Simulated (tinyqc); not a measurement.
# From one set of inputs to another, one input at a time

Model: physical sputtering: collision-cascade yield, angular dependence, faceting and resputtering in deposition. Computed by tinyqc, a small Python program. Command: `OMP_NUM_THREADS=1 python tinyqc.py 3011991 3011992 out.jsonl sputter ladder`. One thread of a shared host (Intel(R) Xeon(R) Processor @ 2.30GHz), about 0.01 s of CPU time with the checks.

Ions start collision cascades; atoms that reach the surface with more than U leave. The target is amorphous or fine-grained.

The inputs printed are set A. Set A is modelled on neon ions on germanium; the values taken over come from a set modelled on krypton ions on titanium. Inputs not listed in the table keep their values of set A, so the rows need not describe a real material.

Inputs (values chosen for the exercise, modelled on neon ions on germanium): ion Z1 = 10; ion mass M1 = 20.2 u; target Z2 = 32; target mass M2 = 72.6 u; surface binding energy U = 3.85 eV; target density N = 44.2 1/nm^3; fit factor Q = 0.63; ion energy E = 9000 eV; current density J = 0.082 mA/cm^2; angular exponent f = 2.4; angle of the largest yield = 55 degrees; angle of incidence = 55 degrees.

Constants: e = 1.602176634e-19 C.

Method:
- gamma = 4 M1 M2/(M1 + M2)^2; threshold E_th = 6.7 U/gamma for M1 >= M2, else U (1 + 5.7 M1/M2)/gamma. eps = 0.03255 M2 E/(Z1 Z2 (M1 + M2) z), z = (Z1^(2/3) + Z2^(2/3))^(1/2), E in eV; s_n = 3.441 sqrt(eps) ln(eps + 2.718)/(1 + 6.355 sqrt(eps) + eps (6.882 sqrt(eps) - 1.708)); S_n = 84.78 Z1 Z2 M1 s_n/((M1 + M2) z) in eV angstrom^2; alpha = 0.249 (M2/M1)^0.56 + 0.0035 (M2/M1)^1.5 for M1 <= M2, else 0.0875 (M2/M1)^(-0.15) + 0.165 M2/M1; Y0 = 0.042 Q alpha S_n/U [1 - sqrt(E_th/E)]^2.5 (the electronic-loss factor of the full formula is dropped).
- Erosion rate = Y0 J/(e N); 1 cm^2 = 1e14 nm^2.
- Angular law: Y/Y0 = t^f exp(-f cos(a_opt)(t - 1)), t = 1/cos(angle), largest at a_opt. A plane tilted by the angle recedes along the beam at a speed proportional to Y(angle), and along its own normal as Y cos(angle).

Each row keeps all changes above it:
```
input moved                                                                                                       from                    to  yield Y0 (atoms per ion)  erosion rate (nm/min)  yield at the angle (atoms per ion)
set A                                                                                                                -                     -                    2.0275                  14.09                              2.7661
fit factor Q                                                                                                      0.63                  0.58                    1.8665                  12.97                              2.5466
ion energy E (eV)                                                                                                 9000                  1800                    1.2491                   8.68                              1.7041
angular exponent f                                                                                                 2.4                   2.1                    1.2491                   8.68                              1.6392
target mass M2 (u) and target Z2 and target density N (1/nm^3) and surface binding energy U (eV)  72.6, 32, 44.2, 3.85  47.9, 22, 56.7, 4.85                    0.8162                   4.42                              1.0711
ion mass M1 (u) and ion Z1                                                                                    20.2, 10              83.8, 36                    1.1731                   6.35                              1.5395
current density J (mA/cm^2)                                                                                      0.082                   1.8                    1.1731                 139.46                              1.5395
```

Yield Y0 goes from 2.03 to 1.17, a factor 0.579 in all. The largest single move comes from target mass M2 with target Z2 with target density N with surface binding energy U (a factor 0.653), and ion mass M1 with ion Z1 works against it (a factor 1.44). Erosion rate goes from 14.1 to 139, a factor 9.90 in all. The largest single move comes from current density J (a factor 22.0), and target mass M2 with target Z2 with target density N with surface binding energy U works against it (a factor 0.509). Yield at the angle goes from 2.77 to 1.54, a factor 0.557 in all. The largest single move comes from target mass M2 with target Z2 with target density N with surface binding energy U (a factor 0.653), and ion mass M1 with ion Z1 works against it (a factor 1.44). The single moves hold for this order of the switches; the total does not depend on the order.

Extremes, crossings and ranges named in words are read from the listed rows.
